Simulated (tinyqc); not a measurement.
Resistance of a tapered via with liner, size effect and interface: one step of the calculation.

A round via whose diameter grows from db at the bottom as D(z) = db + 2 z/tan(ang). The fill, of diameter D - 2 tl, starts above the bottom liner (thickness fb tl) and has rho = rho0 (1 + ks lam/(D - 2 tl)); the sidewall liner conducts in parallel with it. The bottom liner and the interface are crossed over the full area pi db^2/4. Spreading in the lines above and below is left out.

Task. Total resistance. R_fill = sum of the slices; R_bottom = rl fb tl/(pi db^2/4); R_interface = ri/(pi db^2/4); ballistic (Sharvin) limit 1/(Sb pi (db - 2 tl)^2/4); ideal cylinder rho0 hv/(pi db^2/4).

Values chosen for this exercise; fill metal close to ruthenium:
```
symbol,value,unit,meaning
db,13,nm,diameter at the bottom
hv,45,nm,height
rho0,7.78,uohm cm,bulk resistivity of the fill
tl,0.3,nm,liner on the sidewall
fb,0.5,,liner at the bottom over that on the sidewall
rl,440,uohm cm,resistivity of the liner
ri,4.3e-12,ohm cm^2,interface resistivity at the bottom
Sb,1.5e15,S/m^2,"ballistic conductance per area, about 3/(4 rho0 lam)"
```

```
slice,slice resistance (ohm)
0,5.2301857
1,4.4627691
2,3.8489042
3,3.3508140
4,2.9415384
5,2.6014491
6,2.3159998
7,2.0742373
8,1.8677948
```

Find: parts; R; shares; ballistic limit; ideal cylinder.

Result.

parts (ohm): fill 28.69, bottom liner 4.972, interface 3.240
R = 36.91 ohm
shares (%): fill 77.75, bottom liner 13.47, interface 8.78
ballistic limit = 5.520 ohm
ideal cylinder = 26.38 ohm

The fill is the largest part, and R is 1.40 times the ideal cylinder. With 2000 slices R = 36.939 ohm.

Numbers from tinyqc (`OMP_NUM_THREADS=1 python tinyqc.py 2750206 2750207 out.jsonl`; about 0.01 s on one thread of a shared Intel Xeon 2.30GHz).
